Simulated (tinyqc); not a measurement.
Modulation-doped quantum well, Poisson-Schroedinger loop with local exchange and correlation: effect of the sheet density of electrons.

A well of width L centred at z = 0 between barriers Vb; effective-mass electrons, parabolic bands. The electrons come from donor sheets outside the mesh, a share fL of Ns on the left and the rest on the right, so the structure is neutral. Energies are counted from the band edge of the well, with U = 0 on the first node in the Hartree part.

Schroedinger equation -C d/dz (1/m) dpsi/dz + (V0 + U) psi = E psi, C = hbar^2/(2 m0), on a fine mesh (400 intervals across the well) with hard walls 7.7 nm outside the well edges (to within half a fine step); the lowest 3 levels are kept. V0 = 0 in the well and Vb outside, plus q Fz z (1 kV/cm = 1e-4 eV/nm). N_k = D Vt ln(1 + exp((EF - E_k)/Vt)), D = md m0 q/(pi hbar^2), sum N_k = Ns; n = sum N_k |psi_k|^2. dU/dz = q (fL Ns - integral of n from the left)/(eps0 eps_r). Added to it: V_xc = -(2 Ry/(pi al rs)) [1 + 0.7734 (rs/21) ln(1 + 21/rs)] (Hedin-Lundqvist), al = (4/(9 pi))^(1/3), rs = (3/(4 pi n))^(1/3)/aB, aB = 4 pi eps0 eps_r hbar^2/(md m0 q^2), Ry = q/(8 pi eps0 eps_r aB) in eV. The loop is converged to 1e-9 eV; shares under 0.001 % are printed as 0.

Values chosen for this exercise; material values close to those of GaN in AlGaN:
```
symbol,value,unit,meaning
T,150,K,temperature
mw,0.204,m0,mass along z in the well
mb,0.248,m0,mass along z in the barriers
md,0.204,m0,in-plane mass
Vb,0.399,eV,barrier height
eps_r,9.58,,relative permittivity (all layers)
L,12.6,nm,well width
fL,0.25,,share of the donors on the left side
Fz,0,kV/cm,applied field along z
```

Constants: q = 1.602176634e-19 C, kB = 1.380649e-23 J/K, hbar = 1.054571817e-34 J s, m0 = 9.1093837015e-31 kg, Vt = kB T/q, eps0 = 8.8541878128e-14 F/cm where lengths are in cm, hbar^2/(2 m0) = 0.0380998212 eV nm^2. Results are converted to the units shown.

Result of one run:
```
E2 - E1 (meV)  EF - E1 (meV)  share of E2 (%)  centroid (nm)  charge in the barriers (%)  range of U in the well (meV)
28.1                   -41.2             10.3         0.0991                       0.322                          5.00
```

Which sheet density of electrons Ns gave this result: 5e10, 9.4e10, 1.7e11 or 3.3e11 cm^-2?

Ns = 5e10 cm^-2.

The whole series:
columns A: Ns (cm^-2); B: E2 - E1 (meV); C: EF - E1 (meV); D: share of E2 (%); E: centroid (nm); F: charge in the barriers (%); G: range of U in the well (meV)
```
A          B      C     D       E      F     G
5e10    28.1  -41.2  10.3  0.0991  0.322  5.00
9.4e10  27.9  -32.8  10.6   0.184  0.331  6.80
1.7e11  27.6  -24.8  11.1   0.323  0.350  10.1
3.3e11  27.0  -15.6  12.2   0.582  0.405  17.3
6.1e11  26.1  -6.46  14.0   0.939  0.524  28.8
1.1e12  25.2   3.22  16.8    1.36  0.773  50.1
2.1e12  24.9   15.9  21.3    1.81   1.37  85.7
```

As Ns goes from 5e10 to 2.1e12, E2 - E1 falls from 28.1 to 24.9 meV, EF - E1 rises from -41.2 to 15.9 meV and the share of E2 rises from 10.3 to 21.3 %. EF stays below E2 throughout. The band bending across the well rises from 5.00 to 85.7 meV, as Ns^(0.76).

tinyqc, about 0.4 s, one thread, Intel Xeon 2.30GHz (shared host): `OMP_NUM_THREADS=1 python tinyqc.py 2140116 2140117 out.jsonl`
